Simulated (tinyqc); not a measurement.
Three-band tight binding of a dichalcogenide monolayer: one step. Levels and weights. The numbers come from values chosen for the exercise (near a published set for monolayer WSe2).

H (eV):
```
                        z2                   xy                x2-y2
z2                1.384752  -1.564264+0.230620i  -0.943449-0.082391i
xy     -1.564264-0.230620i             1.621058  -0.379754-0.305969i
x2-y2  -0.943449+0.082391i  -0.379754+0.305969i             2.079137
```

Question. Diagonalise H.

Give: levels; weights.

Answer.

levels (eV): -0.4817  2.3295  3.2372

weights:
```
       band 1  band 2  band 3
z2      0.492   0.024   0.484
xy      0.371   0.259   0.370
x2-y2   0.136   0.718   0.146
```

Program tinyqc; command `OMP_NUM_THREADS=1 python tinyqc.py 1482332 1482333 out.jsonl`; about 0.01 s on one thread of a shared Intel(R) Xeon(R) Processor @ 2.30GHz.
